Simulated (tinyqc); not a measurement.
## LED efficiency against current

ABC model of an LED: J = q da (A n + Ba n^2 + Ca n^3), IQE = Ba n^2/(A n + Ba n^2 + Ca n^3), differential lifetime 1/(A + 2 Ba n + 3 Ca n^2).

Inputs (values chosen for the exercise): defect coefficient of the active layer A = 2e7 1/s; radiative coefficient of the active layer Ba = 3e-11 cm^3/s; Auger coefficient of the active layer Ca = 1.7e-31 cm^6/s; thickness of the active layer da = 43 nm.

Constants: q = 1.602176634e-19 C. Results are converted to the units shown.

LED efficiency against current:

| J (A/cm^2) | n (cm^-3) | IQE (%) | defect share (%) | Auger share (%) | differential lifetime (ns) |
|---|---|---|---|---|---|
| 9 | 4.057e17 | 37.80 | 62.11 | 0.08690 | 22.51 |
| 40 | 1.095e18 | 61.91 | 37.71 | 0.3840 | 11.59 |
| 200 | 2.776e18 | 79.62 | 19.12 | 1.252 | 5.250 |
| 700 | 5.418e18 | 86.67 | 10.66 | 2.661 | 2.777 |
| 3000 | 1.137e19 | 89.04 | 5.222 | 5.736 | 1.302 |
| 10000 | 2.052e19 | 87.05 | 2.828 | 10.12 | 0.6821 |
| 50000 | 4.376e19 | 79.16 | 1.206 | 19.63 | 0.2761 |
| 2e5 | 8.118e19 | 68.11 | 0.5593 | 31.33 | 0.1212 |
| 8e5 | 1.455e20 | 54.68 | 0.2506 | 45.07 | 0.05117 |

The IQE goes from 37.8 through a maximum of 89.0 (at J = 3000 A/cm^2 among the rows listed) to 54.7 %. The exact peak, Q/(Q + 2) = 89.1 % with Q = Ba/sqrt(A Ca) = 16.3, lies at n = sqrt(A/Ca) = 1.08e19 cm^-3, J = 2730 A/cm^2, where the defect and Auger shares are equal. n goes as J^(0.67) at the low end and J^(0.42) at the high end.

Program tinyqc, `OMP_NUM_THREADS=1 python tinyqc.py 2300011 2300012 out.jsonl`; Intel Xeon 2.30GHz, shared host, one thread, about 0.01 s.
